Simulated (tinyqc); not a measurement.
Where in the gap a trap does harm: carrier lifetime from Shockley-Read-Hall, radiative, Auger and surface recombination. Computed by tinyqc, a small Python program. Command: `OMP_NUM_THREADS=1 python tinyqc.py 3013383 3013384 out.jsonl lifetime walk`. One thread of a shared host (Intel(R) Xeon(R) Processor @ 2.30GHz), about 0.02 s of CPU time with the checks.

Energies are counted from the top of the valence band. Boltzmann statistics, full ionisation, and equal excess densities of electrons and holes.

Inputs (values chosen for the exercise, with bands modelled on GaSb):
```
quantity                          value   unit
gap E_g                            0.73     eV
electron mass m_e                0.0402    m_0
valleys M_c                           1      -
hole mass m_h                     0.392    m_0
temperature T                       300      K
doping N                        5.2e+14  cm^-3
trap level E_t                     0.26     eV
trap density N_t                1.4e+12  cm^-3
electron cross-section sigma_n  2.5e-17   cm^2
hole cross-section sigma_p      3.6e-16   cm^2
```

Doping: n-type. Surface term: two equal surfaces.

Constants: m_0 = 9.1093837015e-31 kg; k_B = 1.380649e-23 J/K; h = 6.62607015e-34 J s; k_B = 8.617333262e-05 eV/K.

Method:
- N_c = 2 M_c (2 pi m_e k_B T/h^2)^(3/2) and N_v = 2 (2 pi m_h k_B T/h^2)^(3/2), masses in units of m_0.
- n_i = sqrt(N_c N_v) exp(-E_g/2 k_B T); majority density N/2 + sqrt(N^2/4 + n_i^2), minority density n_i^2 over it.
- v = sqrt(3 k_B T/m) with m_e or m_h; tau_n0 = 1/(sigma_n v_n N_t), tau_p0 = 1/(sigma_p v_p N_t); n1 = N_c exp(-(E_g - E_t)/k_B T), p1 = N_v exp(-E_t/k_B T).
- Low injection: tau = [tau_p0 (n_0 + n1) + tau_n0 (p_0 + p1)]/(n_0 + p_0). Depleted region (n = p = 0): generation lifetime tau_g = (tau_p0 n1 + tau_n0 p1)/n_i. n1 = N_c exp(-(E_g - E_t)/k_B T), p1 = N_v exp(-E_t/k_B T).

tau_p0 = 1.06364e-04 s

n_0 = 5.20001e+14 cm^-3

N_c = 2.02261e+17 cm^-3

tau_n0 = 4.90486e-04 s

p_0 = 1.30601e+09 cm^-3

N_v = 6.15887e+18 cm^-3

n_i = 8.24093e+11 cm^-3

The same trap at other energies:
```
E_t (eV)  SRH lifetime (s)  generation lifetime (s)
0.044           1.0592e+00               6.6832e+02
0.110           8.2559e-02               5.2028e+01
0.182           5.1956e-03               3.2113e+00
0.256           3.9711e-04               1.8346e-01
0.328           1.2432e-04               1.1328e-02
0.365           1.1068e-04               2.7259e-03
0.402           1.0752e-04               7.2756e-04
0.474           1.0850e-04               1.3465e-03
0.548           1.4261e-04               2.2872e-02
0.620           6.9356e-04               3.7052e-01
0.686           7.6492e-03               4.7595e+00
```

The SRH lifetime (other channels left aside) stays within 10 % of its least value, among these rows, from E_t = 0.365 to 0.474 eV. The generation lifetime has a sharp minimum, among these rows at 0.402 eV and exactly at 0.429 eV, where tau_p0 n1 = tau_n0 p1, since generation needs two thermal jumps and the larger one rules.

Extremes, crossings and ranges named in words are read from the listed rows.
